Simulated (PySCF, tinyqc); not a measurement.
RHF in the sto-6g basis, for B+, spin multiplicity 1, step by step. The lowest restricted solution is unstable here: a spin-polarised one lies 0.0000 hartree lower (PySCF). One step of it, computed by the program tinyqc.

Task: Iteration 2: DIIS coefficients. Solve [B -1; -1 0][c; lambda] = [0; -1] for the coefficients, which sum to one.

B (overlaps of the stored error matrices):
```
               1              2
1  5.8083749e+01  6.4567539e+00
2  6.4567539e+00  8.1950980e-01
```

Give: DIIS coefficients.

Result:

DIIS coefficients: -0.1226  1.1226
